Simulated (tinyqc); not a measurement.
Field dependence: Hall effect and magnetoresistance of several carrier groups with constant relaxation times. Computed by tinyqc, a small Python program. Command: `OMP_NUM_THREADS=1 python tinyqc.py 3029484 3029485 out.jsonl hall2 walk`. One thread of a shared host (Intel(R) Xeon(R) Processor @ 2.30GHz), about 0.01 s of CPU time with the checks.

Group 1 has charge -e and group 2 charge +e; s_i is that sign. B lies along z; mu B is formed with mu in m^2/(V s).

Inputs (values chosen for the exercise, for a model conductor):
```
quantity        value        unit
density n1    1.1e+10      1/cm^2
mobility mu1    32000  cm^2/(V s)
density n2    1.1e+10      1/cm^2
mobility mu2     8500  cm^2/(V s)
```

Carriers: compensated semimetal. Densities: per area (a thin layer).

Constants: e = 1.602176634e-19 C.

Method. sigma_xx = sum n_i e mu_i/(1 + mu_i^2 B^2); sigma_xy = sum s_i n_i e mu_i^2 B/(1 + mu_i^2 B^2). rho_xx = sigma_xx/(sigma_xx^2 + sigma_xy^2); Hall coefficient R_H = sigma_xy/(B (sigma_xx^2 + sigma_xy^2)), with B in V s/cm^2 (1 T = 1e-4 V s/cm^2); magnetoresistance MR = rho_xx(B)/rho_xx(0) - 1.

Against the field:
```
B (T)       mu1 B  rho_xx (ohm)  R_H (cm^2/C)      MR (%)
0.016  5.1200e-02    1.4020e+04   -3.2924e+08  6.9632e-02
0.047  1.5040e-01    1.4094e+04   -3.2924e+08  6.0085e-01
0.12   3.8400e-01    1.4559e+04   -3.2924e+08  3.9168e+00
0.31   9.9200e-01    1.7672e+04   -3.2924e+08  2.6139e+01
0.78   2.4960e+00    3.7195e+04   -3.2924e+08  1.6548e+02
1.9    6.0800e+00    1.5158e+05   -3.2924e+08  9.8192e+02
4.7    1.5040e+01    8.5581e+05   -3.2924e+08  6.0085e+03
12     3.8400e+01    5.5015e+06   -3.2924e+08  3.9168e+04
38     1.2160e+02    5.5041e+07   -3.2924e+08  3.9277e+05
```

What does the comparison show, and why?

MR starts as B^2.00 and ends as B^2.00: with equal densities of opposite charge no Hall field can balance both groups, so it never saturates. One group alone would show no magnetoresistance in this model. The rows with mu1 B well above 1 show the semiclassical limit; Landau quantisation is left out.
